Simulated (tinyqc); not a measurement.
MOSFET in the linear regime without short-channel effects, parameter extraction from computed curves: two steps of the calculation.

Inversion charge Q = Cox n Vt W0(exp((Vg - VT)/(n Vt))), W0 the Lambert function and n = nf; u = Q/Cox; mobility mu = mu0/(1 + th1 u + th2 u^2); channel resistance Rch = (L - dL)/(W mu Q); Id = Vd/(Rch + Rsd/W). Cox = eps0 eox/tox. Small Vd, no channel-length or drain effects.

Values chosen for this exercise; channel values of the order met in silicon transistors:
```
symbol  value        unit                                                                 meaning
T         300           K                                                             temperature
eox       3.9              relative permittivity of the gate insulator (close to silicon dioxide)
tox       2.3          nm                                                     insulator thickness
mu0       150  cm^2/(V s)                                                      low-field mobility
th1      0.36         1/V                                       first mobility attenuation factor
th2         0       1/V^2                                      second mobility attenuation factor
VT       0.23           V                                                       threshold voltage
nf       1.44                                                                         body factor
W           1          um                                                              gate width
L        0.45          um                                                       drawn gate length
dL      0.015          um                                             drawn less effective length
Rsd        92      ohm um                                            source plus drain resistance
Vd       0.01           V                                                           drain voltage
```

Constants: q = 1.602176634e-19 C, kB = 1.380649e-23 J/K, Vt = kB T/q, eps0 = 8.8541878128e-14 F/cm where lengths are in cm. Results are converted to the units shown.

Question 1. Transfer curve. u, mu, Rch and Id as defined.

Vg, point 0 to 11 (V): [0.03, 0.13, 0.23, 0.33, 0.43, 0.53, 0.63, 0.73, 0.83, 0.93, 1.03, 1.13]

Give: u; mu; Rch; Id.

Answer 1.

u, point 0 to 11 (V): [1.7204e-4, 0.0023795, 0.021113, 0.074282, 0.14850, 0.23190, 0.31992, 0.41063, 0.50307, 0.59672, 0.69124, 0.78644]
mu, point 0 to 11 (cm^2/(V s)): [149.99, 149.87, 148.87, 146.09, 142.39, 138.44, 134.51, 130.68, 127.00, 123.48, 120.11, 116.90]
Rch, point 0 to 11 (ohm): [1.1228e7, 8.1246e5, 92183, 26699, 13703, 9024.7, 6733.0, 5399.3, 4534.9, 3932.4, 3489.7, 3151.5]
Id, point 0 to 11 (uA): [8.9059e-4, 0.012307, 0.10837, 0.37326, 0.72490, 1.0969, 1.4652, 1.8211, 2.1613, 2.4849, 2.7920, 3.0831]

Question 2. The Y function. Y_i = Id_i/sqrt(gm_i). For Id = beta Vd x/(1 + th x), x = Vg - VT, Y = sqrt(beta Vd) x whatever th. Slope s from points 7 and 10; VT_Y = Vg - Y/s at point 10; beta = s^2/Vd; mobility beta L/(W Cox) with the drawn L; th* = (beta Vd x/Id - 1)/x at point 10.

Vg, point 0 to 11 (V): [0.03, 0.13, 0.23, 0.33, 0.43, 0.53, 0.63, 0.73, 0.83, 0.93, 1.03, 1.13]
Id, point 0 to 11 (uA): [8.9058637e-4, 0.012306893, 0.10837155, 0.37326481, 0.72489965, 1.0968911, 1.4652007, 1.8210624, 2.1612583, 2.4848565, 2.7919516, 3.0831145]
gm, point 1 to 10 (uS): [0.53740480, 1.8047896, 3.0826405, 3.6181315, 3.7015054, 3.6208566, 3.4802877, 3.3189703, 3.1534665, 2.9912899]

Give: Y; s; VT_Y; beta; mobility from Y; th*.

Answer 2.

Y, point 1 to 10 (uA^0.5 V^0.5): [0.016788, 0.080668, 0.21260, 0.38110, 0.57013, 0.77000, 0.97615, 1.1863, 1.3993, 1.6143]
s = 2.1271 uA^0.5 V^-0.5
VT_Y = 0.27109 V
beta = 452.45 uA/V^2
mobility from Y = 135.61 cm^2/(V s)
th* = 0.30289 1/V

The mobility from Y is 13 % below mu0 L/(L - dL) = 155 cm^2/(V s), which it should reach in deep inversion when th2 = 0.

Program tinyqc, `OMP_NUM_THREADS=1 python tinyqc.py 2210081 2210082 out.jsonl`; Intel Xeon 2.30GHz, shared host, one thread, about 0.01 s.
